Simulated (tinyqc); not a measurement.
Crystal pulling from the melt: segregation, interface stability, heat balance and point-defect regime: one step, computed by the program tinyqc.

A dilute solute; steady pulling with a flat interface unless it is found unstable.

Problem. Heat balance and the ratio V/G. k_S G_S = k_L G_L + L V; the largest rate for this G_S, with G_L = 0, is k_S G_S/L. Voronkov: the crystal grows vacancy-rich if V/G_S > xi_c and interstitial-rich if below; at fixed G_L the neutral rate solves V = xi_c G_S(V).

Inputs (values chosen for the exercise, modelled on antimony in silicon):

| quantity | value | unit |
|---|---|---|
| pull rate V | 0.91 | mm/min |
| gradient in the melt G_L | 3.4 | K/cm |
| solid conductivity k_S | 24 | W/(m K) |
| melt conductivity k_L | 54 | W/(m K) |
| latent heat per volume L | 4130 | J/cm^3 |
| critical ratio xi_c | 0.13 | mm^2/(min K) |

Give: gradient in the solid G_S; largest rate; V/G_S; neutral pull rate.

Solution.

gradient in the solid G_S = 33.749 K/cm

largest rate = 1.1767 mm/min

V/G_S = 0.26964 mm^2/(min K)

neutral pull rate = 0.15857 mm/min

V/G_S is 2.07 xi_c: vacancies survive and can cluster into voids. Latent heat makes up 77 % of the flux.
